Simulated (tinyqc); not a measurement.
Six-band hole subbands of a thin body in a field: sweeps and comparisons. A value that a table varies takes the place of the one given here.

Basis X, Y, Z times spin, hole energies counted downwards from the unstrained edge (the hydrostatic shift is left out), c = hbar^2/2m0. For a symmetric tensor T let C(T) have C_XX = L Txx + M (Tyy + Tzz), C_XY = N Txy (cyclic), L = c (g1 + 4 g2), M = c (g1 - 2 g2), N = 6 c g3. k = q + kz n, n the unit normal, q = k1 u + k2 v with u along the channel [1-10] and v = n x u. H = C(k k^T) + (Dso/3)(1 - L.sigma) - B + e F z with (L_k)_ij = -i epsilon_kij; B is the block C built from the traceless strain with 2b, -b and sqrt(3) d in place of L, M, N. Strain: exx = eyy = (s11 + s12) sx/2, ezz = s12 sx, exy = -s44 sx/4. Hard walls at z = 0 and t; basis sin(j pi z/t), j = 1 to Nz: kz^2 = (j pi/t)^2, kz = -i D with D_jl = 4 j l/(t (j^2 - l^2)), z_jj = t/2 and z_jl = -8 t j l/(pi (j^2 - l^2))^2 for j + l odd; 1 MV/cm = 0.01 eV/angstrom.

Nz = 14. E1 is the top subband at q = 0, gap the distance to the next pair, and the masses are c q^2/(E(q) - E1) at |q| = 0.02 1/angstrom (mean of the spin pair) along the channel [1-10] and across it in the plane; a dash marks a band that does not rise.

Constants: hbar^2/2m0 = 3.80998211 eV angstrom^2.

Inputs chosen for the exercise (near those of a p-type Si channel; shifted at random, so the results belong to these values and not to a real crystal): g1 = 4.31 (Luttinger gamma1); g2 = 0.34 (gamma2); g3 = 1.45 (gamma3); Dso = 0.043 eV (spin-orbit splitting); b = -2.08 eV (tetragonal potential); d = -4.82 eV (trigonal potential); S = (7.58, -2.18, 12.45) 1/TPa (compliances s11, s12, s44); face = 110 (surface); t = 95 angstrom (body thickness); F = 0.2 MV/cm (field across the body); sx = 1 GPa (stress along the channel [1-10], negative in compression).

## Stress along the channel

Each row has its own sx.

Results:
```
sx (GPa)  E1 (meV)  gap (meV)  m channel  m across
-3.0         -56.5       29.2      0.113     0.276
-2.0         -20.6       29.2      0.113     0.276
-1.0          15.1       29.1      0.114     0.276
-0.5          32.7       29.0      0.115     0.277
0.0           50.1       28.5      0.117     0.278
0.5           66.3       21.4      0.127     0.284
1.0           73.8       15.2      0.226     0.293
```

What can be read from the table?

Under 2 GPa of compression the channel mass goes from 0.117 to 0.113 m0, the mass across from 0.278 to 0.276; the gap to the next subband is 29, 28 and 15 meV at -2, 0 and +1 GPa. The lightest channel mass of the table, 0.113 m0, is at -3.0 and -2.0 GPa. Compression changes the channel mass little here, since confinement on this face has already singled out the orbital that the stress favours.

## Surface orientation and number of bands

Three faces, six bands; and four bands, with Dso set to 1000 eV.

Results:
```
case           E1 (meV)  gap (meV)  m channel  m across
(001) 6 bands      77.3       20.9      1.971     0.262
(001) 4 bands      78.4       31.5      1.283     0.189
(110) 6 bands      73.8       15.2      0.226     0.293
(110) 4 bands      77.5       24.9      0.216     0.268
(111) 6 bands      55.7       46.6      0.521     0.155
(111) 4 bands      68.1       37.1      0.271     0.167
```

What does this show, and why?

With six bands the top subband is shallowest on (111) (55.7 meV) and deepest on (001). Without the stress E1 would be 89.1, 50.1 and 65.0 meV, so the stress moves it by -11.8, 23.7 and -9.3 meV. The lightest channel mass is on (110) (0.226 m0). Dropping the split-off band moves E1 by 1.1, 3.7 and 12.4 meV and the gap by 10.6, 9.7 and -9.5 meV on the three faces, with Dso = 43 meV.

## What each parameter does

Six bands. Each row changes one parameter from the base and keeps the others.

Results:
```
case             E1 (meV)  gap (meV)  m channel (m0)  m across (m0)
base                 73.8       15.2           0.226          0.293
t = 85 angstrom      73.9       15.3           0.223          0.288
F = 0.5 MV/cm       118.8       35.7           0.120          0.279
sx = 0.5 GPa         66.3       21.4           0.127          0.284
g3 = 1.35            74.9       20.6           0.251          0.276
g2 = 0.39            73.4       17.0           0.238          0.284
Dso = 0.065 eV       74.6       18.2           0.220          0.290
d = -3.86 eV         72.2       14.0           0.197          0.287
```

What does this show?

The largest shifts from the base row, up to three for each result and ties (the steps differ in size, so this ranks the rows, not the parameters). E1 (meV): F +45.0, sx -7.5, d -1.6. gap (meV): F +20.5, sx +6.2, g3 +5.4. m channel (m0): F -0.105, sx -0.099, d -0.028. m across (m0): g3 -0.017, F -0.015, sx -0.010.

Run: tinyqc, `OMP_NUM_THREADS=1 python tinyqc.py 1281461 1281462 out.jsonl`; Intel(R) Xeon(R) Processor @ 2.30GHz, one thread, shared host; about 0.8 s of CPU time with all checks.
